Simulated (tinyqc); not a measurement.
Rapid thermal processing of a wafer: radiative balance, ramp and cooling, pattern effects, pyrometer error and spike budget. From amplitude back to period of the pattern. Computed by tinyqc, a small Python program. Command: `OMP_NUM_THREADS=1 python tinyqc.py 3113234 3113235 out.jsonl rtp inv`. One thread of a shared host (Intel(R) Xeon(R) Processor @ 2.30GHz), about 0.05 s of CPU time with the checks.

The wafer is opaque and uniform through its thickness unless said otherwise; temperatures in formulas are in kelvin (C + 273.15). sigma = 5.670374419e-12 W/(cm^2 K^4).

Inputs (values chosen for the exercise, modelled on a hot silicon wafer):
```
quantity                                              value         unit
wafer thickness d                                       525   micrometre
heat capacity per volume C                              2.1   J/(cm^3 K)
thermal conductivity k                                 0.25     W/(cm K)
emissivity eps of each face                            0.61            -
reflectivity of the chamber walls r                     0.3            -
gas heat-transfer coefficient h, both faces together    0.8  mW/(cm^2 K)
wall temperature T_w                                    350            K
process temperature                                     715            C
ramp rate                                               110          K/s
relative change of absorptivity over a pattern          8.8            %
activation energy of the process E_a                   3.46           eV
```

Constants: k_B = 8.617333262e-05 eV/K.

Method:
- Effective emissivity between parallel grey plates: eps_eff = 1/(1/eps + 1/(1 - r) - 1). Loss per area q(T) = 2 eps_eff sigma (T^4 - T_w^4) + h (T - T_w).
- Absorbed power during a ramp = q(T) + C d x ramp rate; thermal time constant tau = C d/(dq/dT), dq/dT = 8 eps_eff sigma T^3 + h; natural cooling rate q/(C d); front-to-back difference under one-sided heating at the end of the ramp = (absorbed power) d/(2 k).
- At steady state a sinusoidal change of absorbed power of relative amplitude a and period p gives the temperature amplitude a q/(dq/dT + k d (2 pi/p)^2); healing length l = sqrt(k d/(dq/dT)); process change = E_a dT/(k_B T^2). Emissivity is taken as unchanged.

Problem. A run gave the result below. Find the period of the pattern, known to lie between 5.7 and 13 mm.

amplitude = 0.4710467 K

Solution.

Each step takes the trial c = (a f_b - b f_a)/(f_b - f_a), f being the result less the target and a, b, c the logarithms of the listed values; c replaces end b, the old b replaces a if the sign of f changed, and otherwise f_a is halved.

Scan of the range:
```
period of the pattern (mm)  amplitude (K)
5.70                              0.30791
6.54                              0.40361
7.50                              0.52783
8.61                              0.69052
9.88                              0.90056
11.30                             1.16378
13.00                             1.51512
```

False position (Illinois rule, in the logarithm of the input) inside the bracket:
```
step    end a    end b    trial  amplitude (K)
1     6.54000  7.50000  7.04481       0.466988
2     7.50000  7.04481  7.07429       0.470824
3     7.50000  7.07429  7.07751       0.471244
4     7.07429  7.07751  7.07600       0.471047
5     7.07751  7.07600  7.07600       0.471047
```

Amplitude rises at every point of a 13-point scan of the range (every second point is shown), so one value fits; it is bracketed by 6.54 and 7.50. Answer: period of the pattern = 7.076 mm.
